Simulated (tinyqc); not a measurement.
Which pair of peaks is best: composition and strain of an epitaxial Si(1-x)Ge(x) layer from Raman and X-ray peaks. Computed by tinyqc, a small Python program. Command: `OMP_NUM_THREADS=1 python tinyqc.py 3024501 3024502 out.jsonl epiraman walk`. One thread of a shared host (Intel(R) Xeon(R) Processor @ 2.30GHz), about 0.01 s of CPU time with the checks.

A (001) layer, biaxially strained in the plane. The Raman peaks follow empirical lines omega = w0 + c1 x + c3 x^3 + b eps (c3 for Si-Ge alone), with eps the in-plane strain.

Inputs (values chosen for the exercise, modelled on silicon-germanium): Ge fraction x = 0.84; Si-Si: c1 = -68.7 1/cm; Si-Si: strain coefficient b = -705 1/cm; Si-Ge: c1 = 23.8 1/cm; Si-Ge: c3 = -31.9 1/cm; Si-Ge: strain coefficient b = -554 1/cm; Ge-Ge: c1 = 18.7 1/cm; Ge-Ge: strain coefficient b = -440 1/cm; uncertainty of a Raman peak = 0.2 1/cm.

Substrate: germanium.

Method. For each pair invert J = [d omega/dx, d omega/d eps] at the true x. Independent errors of the given size in both peaks give sigma_x and sigma_eps = uncertainty x (norm of the rows of the inverse of J).

Error propagation:
```
pair               det J    sigma_x  sigma_eps (per mille)
Si-Si and Si-Ge   7.2330   0.024793                 2.2518
Si-Si and Ge-Ge  43.4115  0.0038287                0.32802
Si-Ge and Ge-Ge   29.599  0.0047803                0.32134
```

The pair Si-Si and Ge-Ge fixes x best (sigma_x = 0.0038) and Si-Si and Si-Ge worst (0.025), a factor 6.5. Strain moves all peaks the same way, so a good pair needs different ratios of composition slope to strain coefficient, best of opposite sign; the slopes here are -68.7, -43.7 and 18.7 per cm for Si-Si, Si-Ge and Ge-Ge. Errors in the coefficients themselves are not counted.

Extremes, crossings and ranges named in words are read from the listed rows.
